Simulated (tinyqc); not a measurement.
Hubbard chain of 3 sites, step by step. One step of it, computed by the program tinyqc.

Question. The many-body Hamiltonian. Basis: all placements (u, d, 2, 0 on each site), up operators ordered before down ones; hops carry the sign of the same-spin electrons passed.

one-body matrix (hopping and site energies) (eV):
```
           1          2          3
1   0.000000  -1.060000   0.000000
2  -1.060000   0.000000  -1.060000
3   0.000000  -1.060000   0.000000
```

U = 6.000000 eV

electrons, up and down: 2  2

Give: H.

Answer.

H (eV):
```
         220      2ud      u2d      2du      202      ud2      d2u      du2
220  12.0000  -1.0600   0.0000  -1.0600   0.0000   0.0000   0.0000   0.0000
2ud  -1.0600   6.0000  -1.0600   0.0000  -1.0600   0.0000   0.0000   0.0000
u2d   0.0000  -1.0600   6.0000   0.0000   0.0000  -1.0600   0.0000   0.0000
2du  -1.0600   0.0000   0.0000   6.0000  -1.0600   0.0000  -1.0600   0.0000
202   0.0000  -1.0600   0.0000  -1.0600  12.0000  -1.0600   0.0000  -1.0600
ud2   0.0000   0.0000  -1.0600   0.0000  -1.0600   6.0000   0.0000   0.0000
d2u   0.0000   0.0000   0.0000  -1.0600   0.0000   0.0000   6.0000  -1.0600
du2   0.0000   0.0000   0.0000   0.0000  -1.0600   0.0000  -1.0600   6.0000
022   0.0000   0.0000   0.0000   0.0000   0.0000  -1.0600   0.0000  -1.0600

         022
220   0.0000
2ud   0.0000
u2d   0.0000
2du   0.0000
202   0.0000
ud2  -1.0600
d2u   0.0000
du2  -1.0600
022  12.0000
```
